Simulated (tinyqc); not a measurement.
One share for all, or one for each: linear model of a band gap against the share of exact exchange.

E(alpha) = E0 + S alpha. A wider gap screens less, modelled in the Penn form eps(alpha) = 1 + (e0 - 1)(EP/(EP + S alpha))^2 with a scale EP chosen for the exercise. A dielectric-dependent hybrid takes alpha = 1/eps.

Errors of the gap (eV) against each target; e0, EP, S and the gaps are values chosen for the exercise.

Results:
```
case          E0 (eV)  S (eV)     e0  EP (eV)  target Et (eV)  alpha needed  error, alpha = 0  error, 0.25  error, self-consistent
like diamond     4.13    7.97   6.04     28.6            5.45         0.166             -1.32         0.67                    0.11
like TiO2        1.89    8.25   8.47     13.6            3.31         0.172             -1.42         0.64                   -0.30
like SiO2        5.51    9.97   2.48     27.9            9.09         0.359             -3.58        -1.09                    1.22
like Ge          0.08    5.19  17.76      8.3            0.74         0.127             -0.66         0.64                   -0.35
like GaP         1.56    5.44   9.65     10.6            2.33         0.142             -0.77         0.59                   -0.15
like AlN         4.34    7.72   5.01     23.1            6.27         0.250             -1.93         0.00                   -0.20
like HfO2        4.08    7.92   4.91     16.9            5.72         0.207             -1.64         0.34                    0.26
```

What does the comparison show?

Mean absolute errors: 1.62, 0.57 and 0.37 eV for alpha = 0, 0.25 and the self-consistent value. A fixed quarter overshoots for diamond, TiO2, Ge, GaP and HfO2 and falls short for SiO2; the alpha needed runs between 0.127 and 0.359 and its correlation with 1/e0 over these cases is 0.97.

Program tinyqc; command `OMP_NUM_THREADS=1 python tinyqc.py 1850348 1850349 out.jsonl`; about 0.01 s on one thread of a shared Intel(R) Xeon(R) Processor @ 2.30GHz.
